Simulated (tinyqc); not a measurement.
Strain-driven roughening and islands of a mismatched epitaxial film: one step, computed by the program tinyqc.

Film and substrate share isotropic elastic constants; the film is coherent and biaxially strained.

Problem. A ripple of given wavelength. A ripple A cos(k x) has the surface chemical potential per volume [gamma k^2 - 2 (1 + nu) w k] A cos(k x), so k_c = 2 (1 + nu) w/gamma. With surface diffusion the amplitude grows at the rate q = B k^2 [2 (1 + nu) w k - gamma k^2], fastest at k_m = (3/4) k_c. B is the surface mobility. Stress at the trough = stress x (1 + 2 k A).

Inputs (values chosen for the exercise, for a model film):
```
quantity                                     value       unit
Poisson ratio nu                               0.3          -
surface energy gamma                         0.604      J/m^2
surface mobility D_s nu_s Omega^2/(k_B T)  5.1e-34  m^6/(J s)
initial ripple amplitude A0                   0.21         nm
ripple wavelength over the critical one          3          -
```

Transport: surface diffusion.

k_c = 1.161307 1/nm

energy density w = 269.7805 MJ/m^3

growth time 1/q at k_m = 0.01692316 s

Give: k; rate q; q over the largest rate; stress concentration at A0.

Solution.

k = 0.38710 1/nm

rate q = 13.834 1/s

q over the largest rate = 0.23411

stress concentration at A0 = 1.1626

The ripple grows. Caution: a wavelength of a few nanometres is at the limit of continuum theory, where steps and facets rule.
